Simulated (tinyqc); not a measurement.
# Van der Pauw, Hall and four-point-probe measurements on a doped layer: correction factor against the shape of the sample

A uniform p-type layer with sheet resistance Rs = 1/(q ns mu), point contacts, low field (mu B small).

Rs = 1/(q ns mu). For a rectangle with contacts at the corners, RA = (8 Rs/pi) sum_(k>=0) ln coth((2k + 1) pi a/(2 b)) with current along a short side b and voltage along the opposite one, RB the same with a and b exchanged. ar = a/b. F = Rs/[(pi/ln 2)(RA + RB)/2]; small-asymmetry estimate 1 - (ln 2/2) d^2 - ((ln 2)^2/4 - (ln 2)^3/12) d^4 with d = (RB - RA)/(RB + RA).

Inputs (values chosen for the exercise):
- ns = 1.7e14 cm^-2 (sheet density of the layer)
- mu = 66 cm^2/(V s) (drift mobility)

Constants: q = 1.602176634e-19 C. Results are converted to the units shown.

Result of one run:

| RA (ohm) | RB (ohm) | RB/RA | F | estimate of F |
|---|---|---|---|---|
| 0.5686 | 1017 | 1788 | 0.2413 | 0.5623 |

Which side ratio a/b of a rectangular sample with corner contacts ar gave this result: 2.03, 2.37, 2.71 or 3.4?

ar = 2.71.

The whole series:

| ar | RA (ohm) | RB (ohm) | RB/RA | F | estimate of F |
|---|---|---|---|---|---|
| 1 | 122.7 | 122.7 | 1.000 | 1.000 | 1.000 |
| 1.34 | 42.09 | 275.1 | 6.536 | 0.7740 | 0.7861 |
| 1.69 | 14.01 | 456.1 | 32.55 | 0.5221 | 0.6213 |
| 2.03 | 4.815 | 640.7 | 133.1 | 0.3803 | 0.5767 |
| 2.37 | 1.655 | 828.3 | 500.6 | 0.2958 | 0.5653 |
| 2.71 | 0.5686 | 1017 | 1788 | 0.2413 | 0.5623 |
| 3.06 | 0.1894 | 1211 | 6397 | 0.2026 | 0.5614 |
| 3.4 | 0.06507 | 1400 | 2.152e4 | 0.1753 | 0.5612 |

RB/RA rises from 1.00 to 21500 and F falls from 1.00 to 0.175. The estimate is 19 % above F at a/b = 1.69 and 3.20 times it in the last row. RA shrinks about as exp(-pi a/b): by a factor of 2.91 between the last two rows, against 2.91.

Computed by the program tinyqc: `OMP_NUM_THREADS=1 python tinyqc.py 2850127 2850128 out.jsonl`, one thread of a shared Intel Xeon 2.30GHz, about 0.01 s for the whole run.
